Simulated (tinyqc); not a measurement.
# Worked calculation: bandgap voltage reference from two bipolar transistors

Program tinyqc, `OMP_NUM_THREADS=1 python tinyqc.py 2062209 2062210 out.jsonl`; Intel Xeon 2.30GHz, shared host, one thread, about 0.03 s. Printed values are rounded.

Two transistors of area 1 and N carry the same current I. Is(T) = Is (T/T0)^eta exp[(Vg0 q/kB)(1/T0 - 1/T)], VBE1 = Vt ln(I/Is(T)) + I rb, VBE2 = Vt ln(I/(N Is(T))) + I rb/N. The amplifier forces I R1(T) = VBE1 - VBE2 + Vos, with R(T) = R (1 + tc (T - T0)) for both resistors, and the output is Vref = VBE1 + I R2(T). Base currents and the Early effect are neglected.

Values chosen for this exercise; values of the order met in silicon bipolar transistors: reference temperature T0 = 300 K; band-gap voltage extrapolated to 0 K Vg0 = 1.169 V; temperature exponent of the saturation current eta = 3.7; saturation current of the unit transistor at T0 Is = 1.6e-16 A; area ratio of the second transistor N = 8; resistor across which the difference of VBE falls, at T0 R1 = 8.9 kohm; temperature coefficient of both resistors tc = 0 ppm/K; offset of the amplifier Vos = 2.5 mV; series resistance of the unit transistor rb = 0 ohm; output resistor at T0 R2 = 102.9 kohm; temperature T = 398 K.

Constants: q = 1.602176634e-19 C, kB = 1.380649e-23 J/K. Results are converted to the units shown.

## Operating point at the reference temperature

Vt = kB T/q; I = (Vt ln N + Vos)/(R1(T) - rb (1 - 1/N)). Evaluate at T = T0.

Vt = 0.02585200 V
I = 6.321092 uA
Is(T) = 1.6e-16 A
VBE1 = 0.6307821 V
I R2 = 0.6504404 V
Vref = 1.281222 V

## Operating point at another temperature

Vt = kB T/q; I = (Vt ln N + Vos)/(R1(T) - rb (1 - 1/N)).

Vt = 0.03429699 V
I = 8.294222 uA
Is(T) = 3.118235e-11 A
VBE1 = 0.4284111 V
I R2 = 0.8534755 V
Vref = 1.281887 V

From T0 to T, VBE1 changes by -202 mV and I R2 by 203 mV, which leaves 0.664 mV in Vref.

## Resistor for zero slope at T0, ideal case

With tc = 0, Vos = 0 and rb = 0 the current is proportional to T, dVBE/dT = (VBE - Vg0 - (eta - 1) Vt)/T, and Vref has zero slope at T0 when Vref = Vg0 + (eta - 1) Vt0. Find VBE1, its slope, that Vref, R2/R1 and the curvature d2Vref/dT2 = -(eta - 1) kB/(q T0).

VBE1 = 0.6296069 V
dVBE/dT = -2.030645 mV/K
Vref = 1.238800 V
R2/R1 = 11.33220
curvature = -0.7755600 uV/K^2
